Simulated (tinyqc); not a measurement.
# Input admittance of a MOSFET at zero drain bias: distributed channel and distributed gate: effects of single changes

Source and drain grounded, strong inversion, w = 2 pi f, Cox = eps0 eox/tox. The channel is an RC line of resistance 1/(mu Cox Vo) per square fed from both ends, so one finger has the intrinsic admittance y = i w Cox L tanh(g)/g per width, g = (1/2) sqrt(i w tau), tau = L^2/(mu Vo). The vertical resistance rv/L is in series with y, the overlaps 2 i w Cov in parallel: y_t = 1/(1/y + rv/L) + 2 i w Cov. The gate strip is a line of Rsh/L per length loaded by y_t, so a finger has Y = y_t Wf tanh(k)/k, k = (Wf/sd) sqrt(y_t Rsh/L); the device has Nf Y.

Inputs (values chosen for the exercise); values of the order met in silicon radio-frequency transistors: relative permittivity of the gate insulator (close to silicon dioxide) eox = 3.9; insulator thickness tox = 1.7 nm; channel length L = 1.7 um; finger width Wf = 1.3 um; number of fingers Nf = 16; channel mobility mu = 100 cm^2/(V s); gate overdrive Vo = 0.34 V; sheet resistance of the gate Rsh = 9.4 ohm/square; vertical resistivity of the gate stack rv = 0 ohm um^2; number of ends at which a finger is contacted sd = 1; overlap and fringe capacitance on each side Cov = 0.26 fF/um; frequency f = 0.11 GHz.

Constants: eps0 = 8.8541878128e-14 F/cm where lengths are in cm. Results are converted to the units shown.

Each table varies one quantity; the others keep the values above.

## Input impedance against frequency

Low-frequency limits, with c = Cox L and ct = c + 2 Cov: R_strip = Rsh Wf/(3 sd^2 L Nf), R_ch = (c/ct)^2 L/(12 mu Cox Vo Wf Nf), R_vert = (c/ct)^2 rv/(L Wf Nf), C = ct Wf Nf. Z = 1/(Nf Y) = R + 1/(i w C), Q = |Im Z|/R, far-point signal |1/cosh k|.

The same in every row: low-frequency R (ohm) = 95.86.

Input impedance against frequency:
```
f (GHz),w tau,|k|,R (ohm),C (fF),Q,signal at the far point
0.001,0.005341,0.001435,95.86,729.1,2277,1.000
0.003,0.01602,0.002485,95.86,729.1,759.1,1.000
0.008,0.04273,0.004058,95.86,729.1,284.6,1.000
0.02,0.1068,0.006415,95.86,729.1,113.9,1.000
0.06,0.3204,0.01111,95.86,729.0,37.96,1.000
0.2,1.068,0.02023,95.82,727.8,11.41,1.000
0.4,2.136,0.02838,95.67,724.2,5.742,0.9999
1,5.341,0.04272,94.69,700.2,2.400,0.9996
3,16.02,0.05889,86.65,550.2,1.113,0.9988
```

R falls from 95.9 to 86.6 ohm and C falls from 729 to 550 fF. Q goes as f^(-1.00) between the first two rows and f^(-0.70) between the last two, where w tau = 16.0 and |k| = 0.0589. The low-frequency limits hold both R and C within 5 % up to f = 1 GHz among the rows.

## Effect of the channel length

Same model as above.

Results:
```
L (um),w tau,|k|,R (ohm),low-frequency R (ohm),C (fF),Q,signal at the far point
0.03,1.830e-4,0.02033,8.993,8.993,23.49,6849,1.000
0.058,6.838e-4,0.01793,6.009,6.009,35.32,6817,1.000
0.11,0.002460,0.01658,6.514,6.514,57.29,3877,1.000
0.42,0.03586,0.01538,22.25,22.25,188.3,345.4,1.000
0.8,0.1301,0.01517,43.89,43.89,348.8,94.50,1.000
1.6,0.5204,0.01504,90.07,90.08,686.5,23.40,1.000
3,1.830,0.01488,170.9,171.2,1272,6.653,1.000
```

Estimate the missing row, L = 0.22 um.

Computed row:
```
L (um),w tau,|k|,R (ohm),low-frequency R (ohm),C (fF),Q,signal at the far point
0.22,0.009839,0.01578,11.40,11.40,103.8,1223,1.000
```

With this row back in the table: As L goes from 0.03 to 3, R goes from 8.99 through a minimum of 6.01 (at L = 0.058 among the rows listed) to 171 ohm, C rises from 23.5 to 1270 fF and Q falls from 6850 to 6.65. R_strip falls as 1/L while R_ch grows with L, which gives the minimum of R.

tinyqc, about 0.01 s, one thread, Intel Xeon 2.30GHz (shared host): `OMP_NUM_THREADS=1 python tinyqc.py 2262103 2262104 out.jsonl`
